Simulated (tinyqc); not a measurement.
Along the matched line: quaternary alloy A(x)B(1-x)C(y)D(1-y) matched to a substrate.

Q(x,y) = x y Q_AC + x (1 - y) Q_AD + (1 - x) y Q_BC + (1 - x)(1 - y) Q_BD for the lattice constant. Gap, rule 1: Q(x,y) - x (1 - x)[y C_ABC + (1 - y) C_ABD] - y (1 - y)[x C_ACD + (1 - x) C_BCD]. Rule 2 (mean of ternaries): {x (1 - x)[y T_ABC(x) + (1 - y) T_ABD(x)] + y (1 - y)[x T_ACD(y) + (1 - x) T_BCD(y)]}/{x (1 - x) + y (1 - y)}, T_ABC(x) = x E_AC + (1 - x) E_BC - C_ABC x (1 - x), T_ACD(y) = y E_AC + (1 - y) E_AD - C_ACD y (1 - y), and alike. Only the Gamma valley is followed.

Matching a(x,y) = a_s gives x = (a_s - y a_BC - (1 - y) a_BD)/(y (a_AC - a_BC) + (1 - y)(a_AD - a_BD)).
Constants: hc = 1239.841984 eV nm.

Values chosen for the exercise (AC, AD, BC, BD near GaAs, GaSb, InAs and InSb; substrate near InAs; not measured data):

| symbol | value | unit | meaning |
|---|---|---|---|
| a | (5.646, 6.095, 6.053, 6.472) | angstrom | lattice constants of AC, AD, BC, BD |
| Eg | (1.503, 0.819, 0.415, 0.236) | eV | gaps at Gamma of AC, AD, BC, BD |
| Cb | (0.423, 0.468, 1.466, 0.669) | eV | bowing of ABC, ABD, ACD, BCD |
| a_s | 6.053 | angstrom | substrate |

x follows from y.

Results:

| y | x | bilinear (eV) | rule 1 (eV) | rule 2 (eV) | wavelength 1 (nm) | wavelength 2 (nm) |
|---|---|---|---|---|---|---|
| 0.11 | 0.9806 | 0.8818 | 0.7310 | 0.7615 | 1696 | 1628 |
| 0.22 | 0.8520 | 0.8667 | 0.5776 | 0.7089 | 2146 | 1749 |
| 0.33 | 0.7256 | 0.8390 | 0.4730 | 0.6512 | 2621 | 1904 |
| 0.44 | 0.6013 | 0.7990 | 0.4086 | 0.6026 | 3035 | 2058 |
| 0.55 | 0.4792 | 0.7469 | 0.3762 | 0.5618 | 3296 | 2207 |
| 0.66 | 0.3590 | 0.6831 | 0.3679 | 0.5262 | 3370 | 2356 |
| 0.77 | 0.2409 | 0.6079 | 0.3762 | 0.4926 | 3296 | 2517 |
| 0.88 | 0.1246 | 0.5216 | 0.3937 | 0.4579 | 3149 | 2708 |
| 0.99 | 0.0103 | 0.4244 | 0.4133 | 0.4189 | 3000 | 2960 |

The matched alloys span 0.368 to 0.731 eV by rule 1, with the lowest value inside the range, at y = 0.66. Along the line dx/dy is -1.169 between the first two rows and -1.039 between the last two. In energy the two rules differ most at y = 0.44, by 194 meV (977 nm there), which measures how far the ternary data leave the interior open. Miscibility gaps are not considered.

Program tinyqc; command `OMP_NUM_THREADS=1 python tinyqc.py 1080511 1080512 out.jsonl`; about 0.01 s on one thread of a shared Intel(R) Xeon(R) Processor @ 2.30GHz.
